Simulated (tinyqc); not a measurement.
Worked calculation: stress in a transistor channel from embedded alloy regions, liners and fins, by half-space elasticity. Computed by tinyqc, a small Python program that keeps every step. Command: `OMP_NUM_THREADS=1 python tinyqc.py 3030957 3030958 out.jsonl stressor walk`. One thread of a shared host (Intel(R) Xeon(R) Processor @ 2.30GHz), about 0.01 s of CPU time with the checks. Intermediate numbers are printed to about 5 digits and carried at full precision; extremes and crossings named in words are read from the listed rows.

Plane strain in an isotropic half-space, the same constants everywhere; x along the channel from its centre, y downwards from the free surface; stress is positive in tension.

Inputs (values chosen for the exercise, modelled on silicon):
```
quantity,value,unit
alloy fraction x,0.44,-
"lattice change per unit x, beta",0.0418,-
Young's modulus E,173,GPa
Poisson ratio nu,0.28,-
channel length L,102,nm
length of each stressor S,175,nm
recess depth d,80,nm
depth of the field point y,1.4,nm
liner stress,-1.1,GPa
liner thickness t,60,nm
length of a cut fin or stripe,780,nm
height of the strained layer h,54,nm
longitudinal piezoresistance coefficient,74.4,1e-11/Pa
vertical piezoresistance coefficient,-0.97,1e-11/Pa
```

Stressor: Si(1-x)Ge(x) source and drain.

## Misfit and the pressure on the side walls

Misfit e = beta x. A fully constrained inclusion holds the stress -p with p = E e/(1 - 2 nu); a blanket film would hold -E e/(1 - nu) in the plane.

misfit e = 0.018392

p = 7.2314 GPa

stress of a blanket film = -4.4192 GPa

Caution: at such misfit the regions may relax by dislocations, and linear elasticity is rough.

## Stress at the centre of the channel

A line element dA of misfit at (a, c) in the half-space gives, with C = E e/(2 pi (1 - nu)), X = x - a, r1^2 = X^2 + (y - c)^2, r2^2 = X^2 + Y^2, Y = y + c: s_xx = -C dA {[X^2 - (y - c)^2]/r1^4 + 3 [X^2 - Y^2]/r2^4 + 4 y Y (Y^2 - 3 X^2)/r2^6}, s_yy = C dA {[X^2 - (y - c)^2]/r1^4 - [X^2 - Y^2]/r2^4 + 4 y Y (Y^2 - 3 X^2)/r2^6}. These are integrated over two rectangles, L/2 < |a| < L/2 + S, 0 < c < d (closed form in a, 200 Gauss-Legendre points in c).

s_xx = -3623.9 MPa

s_yy = -0.45064 MPa

s_xx over the blanket-film stress = 0.82003

The channel is compressed along its length; s_yy is 1.2e-4 of s_xx in size and vanishes at the surface.

## Closed form at the surface

At x = y = 0 the integral is s_xx = -(4/pi) [E e/(1 - nu)] [arctan(2 d/L) - arctan(d/(L/2 + S))].

s_xx at the surface = -3730.7 MPa

For fixed L and S it is largest at d = sqrt((L/2)(L/2 + S)) = 107.4 nm; d is short of that.

## A stressed liner, as two edge forces

The liner over source and drain ends at the gate, x = -/+ L/2, and pulls there with the force per width F = (liner stress) t along the surface. A tangential line force gives s_xx = (2 F/pi) X^3/(X^2 + y^2)^2 at the distance X; two of them add at the centre, X = L/2. For L > 3.5 y the concentrated force is an upper bound.

edge force F = -66 N/m

s_xx from the liner = -1645.2 MPa

Caution: the real force is spread over several liner thicknesses, so for a channel this short the concentrated force clearly overstates the stress.

## Mobility change, linear estimate

d mu/mu = -(pi_L s_xx + pi_z s_yy) for the embedded regions alone; the stress across the width is left out.

mobility change = 269.62 %

The vertical stress supplies -4.4e-4 of these points. Caution: beyond a few hundred MPa bulk piezoresistance coefficients no longer describe an inversion layer well.

## Relaxation at the ends of a cut stripe

Shear-lag estimate for a stripe of length l and height h on a like substrate: the stress along it is s(x)/s_film = 1 - cosh(x/lam)/cosh(l/(2 lam)), lam = (pi/2) g h with g = 1.258; mean = 1 - (2 lam/l) tanh(l/(2 lam)).

transfer length lam = 106.71 nm

share kept at the centre = 0.94830

share kept on average = 0.72676

The stripe is long enough to keep its strain at the centre.

## Along the channel and with depth

The formulas are those given above.

Stress (MPa):
```
2x/L,s_xx at y,s_yy at y,s_xx at d/2,s_xx at 1.5 d
0.0,-3623.9,-0.4506,-1249.7,367.57
0.2,-3642.7,-0.4236,-1254.2,375.41
0.4,-3693.8,-0.3250,-1279.3,400.61
0.6,-3754.2,-0.0297,-1357.1,447.04
0.8,-3722.8,2.1549,-1524.2,516.43
```

Near the surface s_xx changes by +3 % from the centre to 2x/L = 0.8. At the centre, s_xx at half the recess depth is 0.34 of its value at y, and below the recess -0.10. An element acts with the sign of X^2 - (y - c)^2, so its direct term reverses where the offset in depth exceeds the lateral distance, and the image terms that amplify the stress near the surface fade with depth.

## Shrinking the pitch

L and S are scaled together at fixed d, then S alone, then L alone.

S_xx at the centre (MPa):
```
scale,L and S scaled,S alone,L alone
0.35,-2784.1,-2074.3,-4977.5
0.50,-3378.9,-2601.5,-4690.9
0.70,-3667.9,-3111.4,-4254.9
1.00,-3623.9,-3623.9,-3623.9
1.40,-3284.2,-4050.8,-2912.8
2.00,-2727.2,-4427.0,-2132.6
3.00,-2038.8,-4757.9,-1354.8
```

Halving S alone keeps 0.72 of the stress, halving L alone gives 1.29, and halving both 0.93: a shorter channel brings the walls closer, a shorter stressor brings its far wall, which pulls the other way, closer too. Neighbouring devices are left out.

Checks made by the program: surface stress against its closed form; zero normal stress at the surface (relative difference below 1e-10).
